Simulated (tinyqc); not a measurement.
From results back to parameters: statistics of electrons in three, two and one dimensions. Five cases, with inputs chosen for the exercise.

Problem. A sheet with one subband has n2 = (2/lambda^2) ln(1 + exp(eta)).

One band edge at E = 0, lambda = sqrt(4 pi c/(m1 kT)) with c = hbar^2/2m0. Densities with spin: n3 = (2/lambda^3) F_1/2(eta), n2 = (2/lambda^2) F_0(eta) with F_0 = ln(1 + exp(eta)), n1 = (2/lambda) F_-1/2(eta). F_j(eta) = (1/Gamma(j + 1)) integral_0^infinity x^j dx/(1 + exp(x - eta)), which tends to exp(eta) for eta << 0.

Constants: hbar^2/2m0 = 3.80998211 eV angstrom^2; kB = 8.617333262e-05 eV/K.

Case 1.

Values chosen (out of a larger set: near those of Si, lowest valleys alone; not measured data): m1 = 0.188 m0 (mass of one isotropic band with spin); T = 400 K.

n2 = 1.25061e+13 1/cm^2

Case 2.

Values chosen (out of a larger set: near those of GaAs, lowest valleys alone; not measured data): m1 = 0.069 m0 (mass of one isotropic band with spin); T = 300 K.

n2 = 3.89367e+12 1/cm^2

Case 3.

Values chosen (out of a larger set: near those of Ge, lowest valleys alone; not measured data): m1 = 0.0842 m0 (mass of one isotropic band with spin); T = 235 K.

n2 = 3.68277e+11 1/cm^2

Case 4.

Values chosen (out of a larger set: near those of Si, lowest valleys alone; not measured data): m1 = 0.194 m0 (mass of one isotropic band with spin); T = 400 K.

n2 = 6.53979e+12 1/cm^2

Case 5.

Values chosen (out of a larger set: near those of Ge, lowest valleys alone; not measured data): m1 = 0.0802 m0 (mass of one isotropic band with spin); T = 200 K.

n2 = 2.90807e+12 1/cm^2

Find: n2 lambda^2/2; eta; EF above the subband edge.

Solution. eta = ln(exp(n2 lambda^2/2) - 1), with n2 in 1/angstrom^2.

Case 1.

n2 lambda^2/2 = 4.6199
eta = 4.610
EF above the subband edge = 158.90 meV

Case 2.

n2 lambda^2/2 = 5.2254
eta = 5.220
EF above the subband edge = 134.95 meV

Case 3.

n2 lambda^2/2 = 0.5170
eta = -0.390
EF above the subband edge = -7.90 meV

Case 4.

n2 lambda^2/2 = 2.3412
eta = 2.240
EF above the subband edge = 77.21 meV

Case 5.

n2 lambda^2/2 = 5.0365
eta = 5.030
EF above the subband edge = 86.69 meV

Computed by tinyqc, one run a case: `OMP_NUM_THREADS=1 python tinyqc.py N N+1 out.jsonl` with N = 1682247, 1682285, 1682297, 1682304, 1682598; one thread of a shared Intel(R) Xeon(R) Processor @ 2.30GHz, about 0.01 s a run at most.
